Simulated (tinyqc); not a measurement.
Core-level spacing from the offsets.

Question. For an overlayer B on a substrate A, dEv = (iB - iA) - (cB - vB) + (cA - vA) in binding energies, and dEc + dEv = EgB - EgA. Find dEv and the spacing iB - iA that a thin film must show.

Values chosen for this exercise: gap of the substrate A EgA = 3.42 eV; gap of the overlayer B EgB = 8.81 eV.

dEc = 3.2402717 eV
cA - vA = 41.459728 eV
cB - vB = 24.83 eV

Solution. The gaps give dEv, and the Kraut relation is solved for the spacing.

dEv = 2.1497 eV
iB - iA = -14.480 eV

Program tinyqc, `OMP_NUM_THREADS=1 python tinyqc.py 2410051 2410052 out.jsonl`; Intel Xeon 2.30GHz, shared host, one thread, about 0.01 s.
